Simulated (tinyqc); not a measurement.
## In-plane mass from two subband densities

Inverse problem. At zero temperature each occupied subband holds N_k = D (EF - E_k), D = md m0 q/(pi hbar^2) per eV. Two subbands are occupied. Find md, EF - E1 and EF - E2.

Constants: q = 1.602176634e-19 C, hbar = 1.054571817e-34 J s, m0 = 9.1093837015e-31 kg. Results are converted to the units shown.

N1, N2 (cm^-2): 1.3482485e12  1e11
E2 - E1 = 44.8 meV

Solution. N1 - N2 = D (E2 - E1) gives D and so md; each N_k/D is a distance to EF.

md = 0.0667 m0
EF - E1 = 48.4 meV
EF - E2 = 3.59 meV

tinyqc, about 0.09 s, one thread, Intel Xeon 2.30GHz (shared host): `OMP_NUM_THREADS=1 python tinyqc.py 2140070 2140071 out.jsonl`
